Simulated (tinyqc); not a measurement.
Inside a calculation. Model: energy and delay of logic against supply voltage.

Numbers from tinyqc (`OMP_NUM_THREADS=1 python tinyqc.py 2082021 2082022 out.jsonl`; about 0.01 s on one thread of a shared Intel Xeon 2.30GHz). Printed values are rounded.

One expression serves below and above threshold: I(Vg) = Ik [ln(1 + exp((Vg - VT + dd V)/(al nf Vt)))]^al, with I_on = I(V) and I_off = I(0). Gate delay td = kd C V/I_on, clock period LD td. Per gate and cycle the switching energy is act C V^2 and the leakage energy I_off V LD td. No short-circuit current, no variation. Minima are sought above 0.09 V; below a few Vt gates no longer switch and the model has no meaning.

Values chosen for this exercise; values of the order met in logic technologies:
```
symbol  value  unit                               meaning
T         300     K                           temperature
VT       0.37     V  threshold voltage at zero drain bias
nf       1.13                                slope factor
dd       0.07         barrier lowering per volt of supply
Ik        1.4    uA            specific current of a gate
al        1.4                 exponent of the current law
C         3.1    fF            load capacitance of a gate
kd        0.9                                delay factor
LD         16                                 logic depth
act       0.2                             activity factor
V        1.05     V                        supply voltage
```

Constants: q = 1.602176634e-19 C, kB = 1.380649e-23 J/K, Vt = kB T/q. Results are converted to the units shown.

Range of the model: At a supply of a few Vt gates lose their noise margin, and variation, left out here, decides whether they work.

## Currents, delay and energies

I_on, I_off, td, clock frequency 1/(LD td), both energies and their sum.

I_on = 82.7301 uA
I_off = 0.0546971 nA
td = 35.4103 ps
clock frequency = 1.76502 GHz
switching energy = 683.550 aJ
leakage energy = 0.0325390 aJ
energy = 683.583 aJ

I_on/I_off = 1.51e6; leakage makes up 0.00476 % of the energy.

## Starting value

V = 0.2 V.

V at the start = 0.2 V

## Iteration 1: new V

Minimum-energy supply: E(V) is the energy per gate and cycle; with h = 0.001 V, E' = (E(V + h) - E(V - h))/(2 h), E'' = (E(V - h) - 2 E(V) + E(V + h))/h^2, V(new) = V - E'/E''.

E' = 202.048 aJ/V
E'' = 2258.48 aJ/V^2
V after iteration 1 = 0.110538 V

## Iteration 2: new V

As before.

E' = -62.8320 aJ/V
E'' = 2438.22 aJ/V^2
V after iteration 2 = 0.136308 V

## Course of the iteration

Stop when the step is below 1e-9 V, or after 40 iterations.

Course of the iteration:
```
iteration  V before the step (V)   step (V)
1                            0.2    -0.0895
2                       0.110538     0.0258
3                       0.136308   -4.89e-3
4                       0.131419   -2.26e-5
5                       0.131396   -2.20e-9
6                       0.131396  -1.21e-13
```

Converged in 6 iterations. There leakage makes up 44.6 % of the energy and the clock runs at 0.0925 MHz.
